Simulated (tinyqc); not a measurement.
Undoped symmetric double-gate MOSFET, analytic potential model: one step of the calculation.

An undoped body of thickness ts between two equal insulators and tied gates; long channel, electrons only, n = ni exp((psi - V)/Vt) with V the quasi-Fermi potential (0 at the source, Vd at the drain), constant mobility, no quantisation. Across the body psi(x) = V - 2 Vt ln[(ts/(2 beta)) sqrt(q ni/(2 eps0 eps_r Vt)) cos(2 beta x/ts)], x from the centre. Q is the electron charge per area of the whole body.

Problem. Constants of the body. ni = sqrt(Nc Nv) exp(-Eg/(2 Vt)), Eg in volts; r = eps_r tox/(eox ts); V0 = dphi + 2 Vt ln[(2/ts) sqrt(2 eps0 eps_r Vt/(q ni))].

Inputs (values chosen for the exercise); material values close to those of silicon: temperature T = 300 K; band gap Eg = 1.14 eV; relative permittivity of the semiconductor eps_r = 11.6; conduction-band density of states at T Nc = 2.82e19 cm^-3; valence-band density of states at T Nv = 2.64e19 cm^-3; relative permittivity of the gate insulator eox = 20.9; insulator thickness tox = 9.4 nm; body thickness ts = 25 nm; gate work function less that of the intrinsic body dphi = 0.17 V.

Constants: q = 1.602176634e-19 C, kB = 1.380649e-23 J/K, Vt = kB T/q, eps0 = 8.8541878128e-14 F/cm where lengths are in cm. Results are converted to the units shown.

Give: ni; r; V0.

Solution.

ni = 7.250e9 cm^-3
r = 0.2087
V0 = 0.6144 V

Program tinyqc, `OMP_NUM_THREADS=1 python tinyqc.py 2440095 2440096 out.jsonl`; Intel Xeon 2.30GHz, shared host, one thread, about 0.01 s.
